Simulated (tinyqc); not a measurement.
From results back to parameters: effective work function and flat-band voltage of a metal/high-k/SiO2/Si stack with a dipole layer. Five cases, with inputs chosen for the exercise.

Problem. Three stacks with (t1, t2) = (8, 20), (30, 20) and (8, 60) angstrom have the flat-band voltages below. VFB = W0 - (chi + dEF) - 4 pi e2 [Q1 EOT + Q2 x2]/3.9 with x2 = t2 3.9/eps2, EOT = t1 + x2, e2 = e^2/4 pi eps0, 1 cm^-2 = 1e-16 angstrom^-2; W0 is the work function with the dipole step.

Constants: e^2/(4 pi eps0) = 14.39964547 eV angstrom.

Find: Q1; Q2; W0.

Method. The first two stacks differ in t1 alone and give Q1; the first and third give Q1 + Q2; W0 follows from any of them.

Case 1.

Values chosen (out of a larger set: a stack on Si capped with a lanthanum-like oxide; not measured data): chi = 4.049 eV (electron affinity of the channel); dEF = 0.375 eV (Ec - EF in the channel); eps = (3.9, 17) (their dielectric constants).

VFB (V): -0.0862928  -0.1209983  -0.2242415

Solution.

Q1 = 3.4e+11 e/cm^2
Q2 = 2.9e+12 e/cm^2
W0 = 4.419 eV

Case 2.

Values chosen (out of a larger set: a stack on Si capped with an aluminium-like oxide; not measured data): chi = 4.055 eV (electron affinity of the channel); dEF = 0.302 eV (Ec - EF in the channel); eps = (3.9, 24) (their dielectric constants).

VFB (V): 0.8879396  0.9399979  0.9696693

Solution.

Q1 = -5.1e+11 e/cm^2
Q2 = -2.2e+12 e/cm^2
W0 = 5.185 eV

Case 3.

Values chosen (out of a larger set: a stack on Si capped with a lanthanum-like oxide; not measured data): chi = 4.056 eV (electron affinity of the channel); dEF = 0.592 eV (Ec - EF in the channel); eps = (3.9, 26) (their dielectric constants).

VFB (V): -0.3334030  -0.3476936  -0.3406411

Solution.

Q1 = 1.4e+11 e/cm^2
Q2 = 1.2e+11 e/cm^2
W0 = 4.323 eV

Case 4.

Values chosen (out of a larger set: a stack on Si capped with a titanium-like oxide; not measured data): chi = 4.059 eV (electron affinity of the channel); dEF = 0.769 eV (Ec - EF in the channel); eps = (3.9, 19.4) (their dielectric constants).

VFB (V): 0.3070352  0.3325540  0.3208397

Solution.

Q1 = -2.5e+11 e/cm^2
Q2 = -1.2e+11 e/cm^2
W0 = 5.119 eV

Case 5.

Values chosen (out of a larger set: a stack on Si capped with a titanium-like oxide; not measured data): chi = 4.062 eV (electron affinity of the channel); dEF = 0.466 eV (Ec - EF in the channel); eps = (3.9, 19.5) (their dielectric constants).

VFB (V): 0.0381890  0.1504716  0.1346963

Solution.

Q1 = -1.1e+12 e/cm^2
Q2 = -1.5e+12 e/cm^2
W0 = 4.477 eV

Computed by tinyqc, one run a case: `OMP_NUM_THREADS=1 python tinyqc.py N N+1 out.jsonl` with N = 1880625, 1880670, 1880676, 1880692, 1880753; one thread of a shared Intel(R) Xeon(R) Processor @ 2.30GHz, about 0.01 s a run at most.
